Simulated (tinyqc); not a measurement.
Interstitial-substitutional diffusion of a fast metal impurity in a wafer (kick-out and dissociative mechanisms): one step, computed by the program tinyqc. Command: `OMP_NUM_THREADS=1 python tinyqc.py 3018057 3018058 out.jsonl kickout walk`. One thread of a shared host (Intel(R) Xeon(R) Processor @ 2.30GHz), about 0.4 s of CPU time with the checks.

The metal moves as an interstitial A_i and dissolves on lattice sites either by kicking out a self-interstitial (A_i = A_s + I) or by filling a vacancy (A_i + V = A_s). With A_i at its solubility, local equilibrium and c = C_s/C_s*, self-interstitials and vacancies obey C_I/C_I* = 1/c and C_V/C_V* = c.

Task: Closed forms. Pure kick-out: the centre rises as c_m = (2/d) sqrt(pi D_K t) while c_m is small. Pure dissociative or sink-rich cases give erfc profiles with depth 2 sqrt(D_F t) or 2 sqrt(D_A t). The short time that the interstitial metal needs to fill the wafer is neglected.

Inputs (values chosen for the exercise, loosely like those of a heavy transition metal in silicon): temperature T = 1125 C; wafer thickness d = 400 um; time t = 40000 s.

D_K = 3.695167e-09 cm^2/s

D_F = 1.098288e-09 cm^2/s

D_A = 7.119452e-06 cm^2/s

Give: centre value c_m, closed form; depth 2 sqrt(D_F t); depth 2 sqrt(D_A t).

Result:

centre value c_m, closed form = 1.077

depth 2 sqrt(D_F t) = 132.6 um

depth 2 sqrt(D_A t) = 10673 um

Caution: the depth 2 sqrt(D_A t) exceeds half the wafer, so in a sink-rich wafer the profiles from the two faces overlap and a single erfc no longer holds. Caution: c_m is no longer small, and the square-root law is derived for small c_m only.
